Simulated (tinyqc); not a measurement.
Worked calculation: Luttinger-Kohn k.p, four valence bands. One step of it, computed by the program tinyqc.

Question. Bloch Hamiltonian at k. P = c g1 k^2, Q = c g2 (kx^2 + ky^2 - 2 kz^2), R = c sqrt3 [-g2 (kx^2 - ky^2) + 2i g3 kx ky], S = 2 c sqrt3 g3 (kx - i ky) kz, c = hbar^2/2m = 3.809982 eV angstrom^2; rows [P+Q, -S, R, 0], [-S*, P-Q, 0, R], [R*, 0, P-Q, S], [0, R*, S*, P+Q]. The path ends lie at |k| = 0.07 1/angstrom.

Luttinger parameters chosen for this model; energies are counted downward from the top of the valence band:
```
parameter     value  unit
g1         5.080000
g2         1.580000
g3         1.760000
```

k point k (1/angstrom): 0.032000  -0.014000  -0.042000

Give: H(k) at k.

Answer.

H(k) at k (eV), lower triangle (Hermitian):
```
                  3/2              1/2             -1/2    -3/2
3/2            0.0439
1/2    0.0312-0.0137i           0.0716
-1/2  -0.0086+0.0104i           0.0000           0.0716
-3/2           0.0000  -0.0086+0.0104i  -0.0312+0.0137i  0.0439
```
